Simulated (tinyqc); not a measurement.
# Floating body of a partially depleted SOI transistor: body voltage and kink, step by step

Program tinyqc, `OMP_NUM_THREADS=1 python tinyqc.py 2182245 2182246 out.jsonl`; Intel Xeon 2.30GHz, shared host, one thread, about 0.2 s. Printed values are rounded.

Source at 0 V. Channel current Ic = 2 nf K Vt^2 [F(0) - F(Vd)](1 + la Vd), F(V) = ln^2(1 + exp((Vg - VT - nf V)/(2 nf Vt))), VT = VT0 - gb Vb. Saturation voltage Vs = 2 Vt sqrt(F(0)) + 3 Vt, excess Ve = (Vd - Vs + sqrt((Vd - Vs)^2 + 0.0004 V^2))/2, multiplication M1 = Ai Ve exp(-Bl/Ve). Each junction passes D(v) = J1 (exp(v/Vt) - 1) + J2 (exp(v/(2 Vt)) - 1). Bipolar current Ib = bb J1 (exp(Vb/Vt) - 1). The body settles where M1 (Ic + Ib) = D(Vb) + D(Vb - Vd) + Vb/Rb; drain current Id = (1 + M1)(Ic + Ib) - D(Vb - Vd).

Parameters, values chosen for the exercise; values of the order met in partially depleted silicon-on-insulator transistors:
```
symbol    value         unit                                                                                            meaning
T           300            K                                                                                        temperature
VT0        0.32            V                                                                     threshold at zero body voltage
gb         0.25                                                                  fall of the threshold per volt of body voltage
nf         1.19                                                                                                    slope factor
K           370  uA/(V^2 um)                                                                              gain factor per width
la          0.1          1/V                                                                   channel-length modulation factor
Ai         2.47          1/V                                                                        impact-ionisation prefactor
Bl          7.2            V                                                                          impact-ionisation voltage
J1      1.3e-13        uA/um                                                      diffusion saturation current of each junction
J2       8.8e-8        uA/um                                                  recombination saturation current of each junction
bb          0.5                                                 gain of the lateral bipolar transistor on the diffusion current
Rb          1e9      kohm um  resistance of a weak body tie to the source (1e9 stands for no tie, and the term is then dropped)
Vg         0.84            V                                                                                       gate voltage
Vd          1.6            V                                                                                      drain voltage
```

Constants: q = 1.602176634e-19 C, kB = 1.380649e-23 J/K, Vt = kB T/q. Results are converted to the units shown.

Range of the model: The multiplication law is an empirical form chosen for the exercise; self-heating and capacitive coupling to the body are left out, and the linear laws are rough once Vb passes about 0.7 V or M1 about 0.1.

## Starting value

Vb = 0.79 V.

Vb at the start = 0.79 V

## Iteration 1: new Vb

Current into the body I_in = M1 (Ic + Ib) - D(Vb - Vd), current out I_out = D(Vb) + Vb/Rb; f = ln(I_in/I_out), s = df/dVb by central differences over 1e-5 V, Vb(new) = Vb - f/s.

Ic = 92.8383 uA/um
Ve = 0.919611 V
M1 = 9.03728e-4
I_in = 0.0849980 uA/um
I_out = 2.80897 uA/um
f = -3.49795
s = -36.8924 1/V
Vb after iteration 1 = 0.695185 V

## Iteration 2: new Vb

As before.

Ic = 86.8056 uA/um
Ve = 0.939528 V
M1 = 0.00108999
I_in = 0.0946513 uA/um
I_out = 0.122804 uA/um
f = -0.260387
s = -30.3116 1/V
Vb after iteration 2 = 0.686595 V

## Course of the iteration

Stop when the step is below 1e-10 V, or after 40 iterations.

Course of the iteration:
```
iteration  Vb before the step (V)  step (V)
1                            0.79   -0.0948
2                        0.695185  -8.59e-3
3                        0.686595  -1.18e-4
4                        0.686477  -2.20e-8
5                        0.686477   < 1e-14
```

Converged in 5 iterations.

## Drain current with floating and with grounded body

converged Vb = 0.686477 V

Id and VT at the converged Vb, Id at Vb = 0, their ratio, and the bipolar share Ib/(Ic + Ib).

VT = 0.148381 V
Id, floating = 86.3795 uA/um
Id, grounded = 48.9375 uA/um
ratio = 1.76510
bipolar share = 0.0256620 %

The body rises to 0.686 V and lowers the threshold by 172 mV.
